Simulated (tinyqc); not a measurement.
# Single-photon avalanche diode, trigger probability and counting, step by step

Program tinyqc, `OMP_NUM_THREADS=1 python tinyqc.py 2630003 2630004 out.jsonl`; Intel Xeon 2.30GHz, shared host, one thread, about 0.01 s. Printed values are rounded.

A multiplication layer of width W with the uniform field V/W; alpha = an exp(-bn/E) for electrons, beta = ap exp(-bp/E) for holes (local model, no dead space). a = alpha W, b = beta W. Electrons enter at x = 0, holes at x = W. P0 is the probability that an electron entering at 0 starts a lasting avalanche, PW the same for a hole entering at W.

Parameters, values chosen for the exercise; ionisation coefficients close to those of silicon:

| symbol | value | unit | meaning |
|---|---|---|---|
| an | 7.23e5 | 1/cm | electron prefactor |
| bn | 1.23 | MV/cm | electron field |
| ap | 1.57e6 | 1/cm | hole prefactor |
| bp | 2.06 | MV/cm | hole field |
| W | 0.3 | um | width of the multiplication layer |
| Vx | 3.2 | V | excess bias |
| eta | 0.41 |  | probability that a photon makes a pair that enters the layer |
| Gd | 2000 | 1/s | thermal generation rate in the layer |
| td | 100 | ns | dead time |
| Cd | 87 | fF | diode capacitance |
| Rq | 50 | kohm | quench resistance |
| pa | 1.5e-8 |  | trapping probability per avalanche carrier |
| tt | 5.2 | ns | trap release time |
| nph | 4.2e5 | 1/s | photon rate |

Constants: q = 1.602176634e-19 C. Results are converted to the units shown.

## Ionisation integrals at and above breakdown

breakdown voltage VB = 14.0785 V

Breakdown: ln(a/b) = a - b with a not equal to b. VB is given; V = VB + Vx.

E at VB = 0.469285 MV/cm
a at VB = 1.57750
b at VB = 0.584274
E at V = 0.575952 MV/cm
a = 2.56320
b = 1.31730

At VB, ln(a/b) = 0.9932 equals a - b.

## Iteration 1: trigger probability by substitution

P0 at the start = 0.3

PW = 1 - (1 - P0)^(b/a); P0(new) = PW/(PW + (1 - PW) exp(b - a)).

PW = 0.167486
P0 after iteration 1 = 0.411528

## Iteration 2: trigger probability by substitution

As before.

PW = 0.238525
P0 after iteration 2 = 0.521266

## Course of the iteration: trigger probability by substitution

Stop when P0 changes by less than 1e-9, or after 400 iterations. The rule counts as met only at a root strictly between 0 and 1.

Course of the iteration:
```
iteration        P0  |change|
1          0.411528     0.112
2          0.521266     0.110
3          0.615330    0.0941
4          0.687851    0.0725
5          0.740078    0.0522
6          0.776348    0.0363
7          0.801157    0.0248
8          0.818069    0.0169
9          0.829620    0.0116
...             ...       ...
47         0.855334   1.26e-8
48         0.855334   8.78e-9
49         0.855334   6.13e-9
50         0.855334   4.28e-9
51         0.855334   2.99e-9
52         0.855334   2.09e-9
53         0.855334   1.46e-9
54         0.855334   1.02e-9
55         0.855334  7.09e-10
```

Converged in 55 iterations. At the end each change is about 0.70 times the one before: linear convergence.

## Detection, dark counts, afterpulses and dead-time loss

P0 = 0.855334
Pm = 0.754265

Pm is the mean trigger probability of pairs made evenly in the layer. PDP = eta P0; dark counts Gd Pm; avalanche charge Cd Vx/q; afterpulse probability pa (Cd Vx/q) exp(-td/tt) Pm; true rate n = nph PDP + dark counts; measured n/(1 + n td) (non-paralysable) or n exp(-n td) (paralysable); recharge time Rq Cd.

PDP = 0.350687
dark counts = 1508.53 1/s
avalanche charge = 1.73764e6 electrons
afterpulse probability = 8.74495e-9 %
true rate = 1.48797e5 1/s
measured, non-paralysable = 1.46616e5 1/s
measured, paralysable = 1.46599e5 1/s
recharge time = 4.35 ns

Dead time hides 1.5 % of the events in the first model and 1.5 % in the second.
